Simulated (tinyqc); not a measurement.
Which input was changed? Model: electroplating on a thin resistive seed layer: kinetics, Wagner number and the terminal effect across a wafer. Computed by tinyqc, a small Python program. Command: `OMP_NUM_THREADS=1 python tinyqc.py 3120049 3120050 out.jsonl terminal which`. One thread of a shared host (Intel(R) Xeon(R) Processor @ 2.30GHz), about 0.1 s of CPU time with the checks.

Current enters the seed at the rim. The bath is treated as a local resistance per area (no lateral flow in the liquid), two electrons per ion, molar volume 7.11 cm^3/mol, Faraday constant F = e N_A, kinematic viscosity 0.01 cm^2/s, omega = 2 pi x rpm/60; k_B T/e is in volts.

Inputs (values chosen for the exercise, of the order of those for copper plating from an acid sulfate bath):
```
quantity                               value         unit
wafer radius R                            15           cm
seed thickness t                          30           nm
seed resistivity                         9.2  microohm cm
bath conductivity kappa                0.082         S/cm
gap to the anode h                         2           cm
extra resistance of a porous plate       160     ohm cm^2
exchange current density i_0            0.37      mA/cm^2
cathodic transfer coefficient alpha     0.71            -
mean current density                     5.3      mA/cm^2
diffusivity of the metal ion         6.9e-06       cm^2/s
metal ion concentration                 0.26        mol/L
rotation rate                             60          rpm
temperature T                            298            K
```

Constants: e = 1.602176634e-19 C; N_A = 6.02214076e+23 1/mol; k_B = 8.617333262e-05 eV/K.

Method:
- Growth rate = i V_m/(2 F). Levich limit i_L = 0.62 x 2 F D^(2/3) omega^(1/2) nu^(-1/6) c. Tafel overpotential eta = (k_B T/(alpha e)) ln(i/i_0); kinetic resistance k_B T/(alpha e i); bath resistance h/kappa + plate; R_s = resistivity/t; Wagner number = kinetic resistance x kappa/R.
- Linearised: with R_t = kinetic + bath resistance the current density obeys (1/r)(r i')' = i R_s/R_t, so i = A I_0(r/l), l = sqrt(R_t/R_s); with x = R/l, edge/centre = I_0(x) and edge/mean = x I_0(x)/(2 I_1(x)).
- Voltage drop in the seed for a uniform current: i R_s R^2/4.

Task: One of these inputs alone was changed, within the range given: wafer radius R (7.5 to 30); seed thickness t (15 to 60); bath conductivity kappa (0.041 to 0.164); cathodic transfer coefficient alpha (0.355 to 1.42). Which one, and to what value?

Results:
```
run     Wagner number  length l (cm)  drop for uniform current (mV)
before     0.03730590       7.896363                       914.2500
after      0.02911680       8.036755                       914.2500
```

Result:

Each candidate set to reproduce Wagner number, and what it then gives:
```
candidate                            range searched  value needed  length l (cm)  drop for uniform current (mV)
wafer radius R (cm)                       7.5 to 30         19.22         7.8964                         1500.8
seed thickness t (nm)                      15 to 60     no effect              -                              -
bath conductivity kappa (S/cm)       0.041 to 0.164       0.06400         8.0368                          914.3
cathodic transfer coefficient alpha   0.355 to 1.42        0.9097         7.8654                          914.3
```

Only bath conductivity kappa fits every result: it went from 0.082 to 0.0640 S/cm. The next best candidate, cathodic transfer coefficient alpha, misses one result by 2.1 %.
